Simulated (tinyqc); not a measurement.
Velocity overshoot from momentum and energy balance equations after a field step: one step, computed by the program tinyqc. Command: `OMP_NUM_THREADS=1 python tinyqc.py 3031032 3031033 out.jsonl overshoot walk`. One thread of a shared host (Intel(R) Xeon(R) Processor @ 2.30GHz), about 0.01 s of CPU time with the checks.

At t = 0 the field jumps from 0 to F in a uniform sample. v is the drift velocity and u = w - (3/2) k_B T the excess energy per carrier.

Task: Constants and steady state. dv/dt = e F/m - v/tau_m(u), du/dt = e F v - u/tau_E, tau_m(u) = tau_0/(1 + c u), tau_0 = m mu_0/e, c = mu_0/(e tau_E v_s^2); this choice gives the steady state v (1 + mu_0 F v/v_s^2) = mu_0 F, which saturates at v_s. Steady velocity v = 2 mu_0 F/(1 + sqrt(1 + 4 (mu_0 F/v_s)^2)); u = e F v tau_E; carrier temperature T + 2u/(3 k_B), neglecting the drift energy m v^2/2.

Inputs (values chosen for the exercise, modelled on electrons in strained silicon except for tau_E):
```
quantity,value,unit
effective mass m,0.19,m_0
low-field mobility mu_0,2700,cm^2/(V s)
saturation velocity v_s,1.1,1e7 cm/s
energy relaxation time tau_E,0.49,ps
field after the step F,11,kV/cm
lattice temperature T,300,K
```

Scheme: explicit Euler.

Constants: m_0 = 9.1093837015e-31 kg; e = 1.602176634e-19 C; k_B = 8.617333262e-05 eV/K.

Give: tau_0; c; acceleration e F/m; steady velocity; steady excess energy; steady carrier temperature.

Result:

tau_0 = 291.67 fs

c = 45.539 1/eV

acceleration e F/m = 0.010183 1e7 cm/s per fs

steady velocity = 0.91500 1e7 cm/s

steady excess energy = 0.049318 eV

steady carrier temperature = 681.54 K

tau_E/tau_0 = 1.68, and in the steady state tau_m has shrunk to 89.9 fs.
